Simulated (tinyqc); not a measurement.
Single-domain magnet: Stoner-Wohlfarth switching, Neel-Arrhenius retention, LLG dynamics and spin torque: one step, computed by the program tinyqc. Command: `OMP_NUM_THREADS=1 python tinyqc.py 3012069 3012070 out.jsonl macro walk`. One thread of a shared host (Intel(R) Xeon(R) Processor @ 2.30GHz), about 0.02 s of CPU time with the checks.

The moment is uniform, with unit vector m; z is the easy axis. mu_0 = 1.25663706212e-6 T m/A, gamma = 1.76085963023e11 rad/(s T).

Task: Retention at zero field. Delta = K_eff V/(k_B T); tau = exp(Delta)/f0; probability of a flip within t_w: P = 1 - exp(-t_w/tau). Wall width parameter sqrt(A/K_eff); a two-domain state costs 4 sqrt(A K_eff) times the cross-section that the wall cuts (d t).

Inputs (values chosen for the exercise, for a model magnet):
```
quantity,value,unit
diameter d,27,nm
thickness t,2,nm
exchange stiffness A,11,pJ/m
temperature T,358,K
attempt frequency f0,1,GHz
waiting time t_w,1,s
```

Shape: thin disc, easy axis normal to it.

K_eff = 201.2863 kJ/m^3

volume V = 1145.111 nm^3

Constants: k_B = 1.380649e-23 J/K.

Give: stability factor Delta; log10 of tau in s; probability of a flip; wall parameter; barrier of the wall path / k_B T.

Result:

stability factor Delta = 46.63

log10 of tau in s = 11.25

probability of a flip = 5.590e-12

wall parameter = 7.392 nm

barrier of the wall path / k_B T = 65.03

Ten years (3.15e8 s) need Delta > 40.3 for tau alone; this element has 46.6. Coherent rotation is the cheaper path. Caution: a flat cylinder has a smaller N_z than the spheroid of the same t/d, so K_eff of a real disc is larger.
